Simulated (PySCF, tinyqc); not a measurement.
RHF in the 6-311g basis, for H2, spin multiplicity 1, step by step. The lowest restricted solution is unstable here: a spin-polarised one lies 0.0055 hartree lower (PySCF). One step of it, computed by the program tinyqc.

Problem. Orthogonalisation. S = U s U^T; canonical form X = U s^(-1/2), so that X^T S X = 1. Each column of U has its largest component positive (the first on a tie).

overlap S, lower triangle:
```
,1H 1s,1H 2s,1H 3s,2H 1s,2H 2s,2H 3s
1H 1s,1.000000
1H 2s,0.706377,1.000000
1H 3s,0.373664,0.788963,1.000000
2H 1s,0.019266,0.138031,0.205233,1.000000
2H 2s,0.138031,0.357313,0.481690,0.706377,1.000000
2H 3s,0.205233,0.481690,0.722889,0.373664,0.788963,1.000000
```

Give: eigenvalues of S; X.

Solution.

eigenvalues of S: 0.064  0.129  0.347  0.706  1.490  3.265

X:
```
,1,2,3,4,5,6
1H 1s,0.746,-0.859,-0.717,0.676,0.438,0.159
1H 2s,-1.796,1.525,0.569,0.088,0.348,0.244
1H 3s,2.002,-0.904,0.778,-0.494,0.149,0.261
2H 1s,-0.746,-0.859,0.717,0.676,-0.438,0.159
2H 2s,1.796,1.525,-0.569,0.088,-0.348,0.244
2H 3s,-2.002,-0.904,-0.778,-0.494,-0.149,0.261
```
